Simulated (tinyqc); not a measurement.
Shockley-Read-Hall recombination through one deep level: sweeps and comparisons. A value that a table varies takes the place of the one given here.

One level at Et with degeneracy 1: tn = 1/(sn vth Nt), tp = 1/(sp_ vth Nt), n1 = Nc exp((Et - Eg)/kT), p1 = Nv exp(-Et/kT), ni^2 = n1 p1. Equilibrium n0 = Nm, p0 = ni^2/Nm; n = n0 + dn, p = p0 + dn. U = (n p - ni^2)/(tp (n + n1) + tn (p + p1)), lifetime dn/U; emission rates en = sn vth n1, ep = sp_ vth p1.

Constants: kB = 8.617333262e-05 eV/K.

Parameters, chosen for this exercise (gap and densities of states near those of Si at this temperature; shifted at random, so the results belong to these values and not to a real crystal): E1 = 0.513 eV (level (0/-1) above Ev); E2 = 0.878 eV (level (-1/-2) above Ev); gm = 1 (degeneracy of the middle state, the others 1); T = 250 K; Eg = 1.127 eV (gap); Nc = 2.02e+19 1/cm^3 (conduction-band density of states); Nv = 8.81e+18 1/cm^3 (valence-band density of states); Nd = 2.6e+15 1/cm^3 (ionised shallow donors minus acceptors); Et = 0.878 eV (recombination level above Ev); Nt = 1e+14 1/cm^3 (defects); sn = 1.1e-14 cm^2 (electron capture cross-section); sp_ = 4.4e-15 cm^2 (hole capture cross-section); vth = 24000000 cm/s (thermal velocity, both carriers); Nm = 1e+15 1/cm^3 (equilibrium electrons for the lifetime steps); dn = 5.4e+15 1/cm^3 (excess pairs).

## Charge state against the Fermi level (deep level with several charge states)

Energies from Ev. The defect has charge states 0, -1, -2 with weights 1, gm exp((EF - E1)/kT), exp((2 EF - E1 - E2)/kT); the shares are the weights over their sum. Boltzmann carriers: n = Nc exp((EF - Eg)/kT), p = Nv exp(-EF/kT). Neutrality: p - n + Nd + Nt <q> = 0.

Shares:

| EF (eV) | 0 | -1 | -2 | <q> |
|---|---|---|---|---|
| 0.068 | 1.000 | 0.000 | 0.000 | 0.000 |
| 0.158 | 1.000 | 0.000 | 0.000 | 0.000 |
| 0.248 | 1.000 | 0.000 | 0.000 | 0.000 |
| 0.338 | 1.000 | 0.000 | 0.000 | 0.000 |
| 0.428 | 0.981 | 0.019 | 0.000 | -0.019 |
| 0.518 | 0.442 | 0.558 | 0.000 | -0.558 |
| 0.609 | 0.011 | 0.989 | 0.000 | -0.989 |
| 0.699 | 0.000 | 1.000 | 0.000 | -1.000 |
| 0.789 | 0.000 | 0.984 | 0.016 | -1.016 |
| 0.879 | 0.000 | 0.488 | 0.512 | -1.512 |
| 0.969 | 0.000 | 0.014 | 0.986 | -1.986 |
| 1.059 | 0.000 | 0.000 | 1.000 | -2.000 |

Where the levels are several kT apart the middle state rules between about E1 - kT ln gm = 0.513 and E2 + kT ln gm = 0.878 eV; its largest share listed is 1.000. Each step spreads from 10 % to 90 % over 4.4 kT = 0.095 eV.

## Defects against doping (deep level with several charge states)

Nt takes the listed multiples of |Nd|; the resistivity uses mobilities of 1000 (electrons) and 300 (holes) cm^2/(V s), chosen for the exercise, and e = 1.602176634e-19 C.

Neutral state:

| Nt/\|Nd\| | EF (eV) | n (1/cm^3) | p (1/cm^3) | rho (ohm cm) |
|---|---|---|---|---|
| 0.01 | 0.9336 | 2.55e+15 | 1.33 | 2.45 |
| 0.10 | 0.9294 | 2.10e+15 | 1.62 | 2.97 |
| 0.30 | 0.9165 | 1.15e+15 | 2.95 | 5.42 |
| 0.60 | 0.8804 | 2.16e+14 | 15.7 | 28.9 |
| 0.90 | 0.8311 | 2.19e+13 | 155 | 285 |
| 1.10 | 0.5626 | 8.47e+07 | 4.01e+07 | 6.46e+07 |
| 1.50 | 0.5279 | 1.69e+07 | 2.01e+08 | 8.09e+07 |
| 3.00 | 0.4981 | 4.23e+06 | 8.02e+08 | 2.55e+07 |
| 10.00 | 0.4657 | 9.41e+05 | 3.61e+09 | 5.76e+06 |

EF goes from 0.934 to 0.466 eV and the resistivity from 2.45 to 5.76e+06 ohm cm, with a largest value of 8.09e+07. The largest move of EF, -0.268 eV, comes between Nt/|Nd| = 0.9 and 1.1; the levels lie at 0.513 and 0.878 eV. A defect can take up to two electrons, so EF leaves the neighbourhood of the band edge near Nt = Nd/2 and drops from the upper towards the lower level near Nt = Nd. The type changes along the table.

## Lifetime against injection

Recombination:

| dn (1/cm^3) | lifetime (microsecond) | U (1/(cm^3 s)) |
|---|---|---|
| 1.0e+11 | 0.1130 | 8.85e+17 |
| 1.0e+12 | 0.1130 | 8.85e+18 |
| 1.0e+13 | 0.1132 | 8.84e+19 |
| 1.0e+14 | 0.1148 | 8.71e+20 |
| 1.0e+15 | 0.1228 | 8.14e+21 |
| 1.0e+16 | 0.1308 | 7.65e+22 |
| 1.0e+17 | 0.1324 | 7.55e+23 |
| 1.0e+18 | 0.1326 | 7.54e+24 |

The lifetime rises from 0.113 to 0.1326 microsecond; tn + tp = 0.1326. At low injection it is tp (1 + n1/n0) + tn p1/n0 with n1/Nm = 0.19 and p1/Nm = 1.8e-14: re-emission lengthens it to 1.19 times the minority capture time. Auger and radiative paths are left out; they cut in at the highest injections, and in a doped direct-gap crystal the radiative one counts at all injections. dn = dp neglects trapped charge, which matters where the traps hold a charge comparable with dn, at low injection and with very unequal cross sections.

## Where a level does most harm

Et takes the values listed; G = Nt en ep/(en + ep) in a depleted region; the lifetime is for dn = 1e11 1/cm^3.

Results:

| Et (eV) | lifetime (microsecond) | G (1/(cm^3 s)) |
|---|---|---|
| 0.068 | 14.3 | 2.39e+05 |
| 0.158 | 0.313 | 1.56e+07 |
| 0.248 | 0.0980 | 1.02e+09 |
| 0.338 | 0.0948 | 6.63e+10 |
| 0.428 | 0.0947 | 4.32e+12 |
| 0.518 | 0.0947 | 2.60e+14 |
| 0.609 | 0.0947 | 4.90e+13 |
| 0.699 | 0.0947 | 7.54e+11 |
| 0.789 | 0.0950 | 1.16e+10 |
| 0.879 | 0.114 | 1.77e+08 |
| 0.969 | 1.34 | 2.72e+06 |
| 1.059 | 81.5 | 4.17e+04 |

Generation peaks where en = ep, at Eg/2 + (kT/2) ln(sp_ Nv/(sn Nc)) = 0.545 eV; the largest value listed is at 0.518 eV, and G falls by a decade for each 0.050 eV away from the peak. The lifetime is within a factor 2 of its minimum, 0.0947 microsecond, from 0.248 to 0.879 eV: recombination tolerates a wide range of Et, generation a narrow one.

## What moves lifetime and leakage

G = Nt en ep/(en + ep). Each row changes one parameter from the base and keeps the others.

Results:

| case | lifetime (microsecond) | G (1/(cm^3 s)) |
|---|---|---|
| base | 0.1295 | 1.86e+08 |
| Et = 0.918 eV | 0.1449 | 2.90e+07 |
| sn = 2.2e-14 cm^2 | 0.1135 | 1.86e+08 |
| sp_ = 8.8e-15 cm^2 | 0.08074 | 3.72e+08 |
| Nt = 5e+13 1/cm^3 | 0.2590 | 9.29e+07 |
| Nm = 3e+15 1/cm^3 | 0.1212 | 1.86e+08 |
| dn = 1.62e+16 1/cm^3 | 0.1314 | 1.86e+08 |

The largest shifts from the base row, up to three for each result and ties (the steps differ in size, so this ranks the rows, not the parameters). lifetime (microsecond): Nt +0.130, sp_ -0.0488, sn -0.0160. G (1/(cm^3 s)): sp_ +1.86e+08, Et -1.57e+08, Nt -9.29e+07; unchanged at the printed digits by sn, Nm and dn.

Computed by tinyqc, a small Python program: `OMP_NUM_THREADS=1 python tinyqc.py 1652075 1652076 out.jsonl` (the numbers bound the seed that draws the inputs); one thread of a shared host (Intel(R) Xeon(R) Processor @ 2.30GHz), about 0.01 s for the whole set of steps.
